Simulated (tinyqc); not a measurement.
Electron-beam lithography: double-Gaussian proximity function, edge placement and dose correction for parallel lines: one step, computed by the program tinyqc.

Lines are infinitely long. Absorbed energy is counted so that the middle of a very large area written at dose 1 receives 1; the resist develops where it exceeds 1/2.

Problem. Dose correction. Uncorrected edge energies are M 1. Solve M d = 1/2 for the doses d that put the mean edge energy of every line at the threshold.

M:
```
           1          2          3          4
1  0.3097090  0.0489867  0.0093355  0.0492304
2  0.0312349  0.3280924  0.0108621  0.0667070
3  0.0277052  0.0506065  0.2873488  0.0777178
4  0.0192462  0.0404217  0.0100788  0.3592656
```

Give: edge energies at dose 1; corrected doses; largest over smallest dose.

Solution.

edge energies at dose 1: 1 0.4173, 2 0.4369, 3 0.4434, 4 0.4290

corrected doses: 1 1.216, 2 1.134, 3 1.107, 4 1.168

largest over smallest dose = 1.098
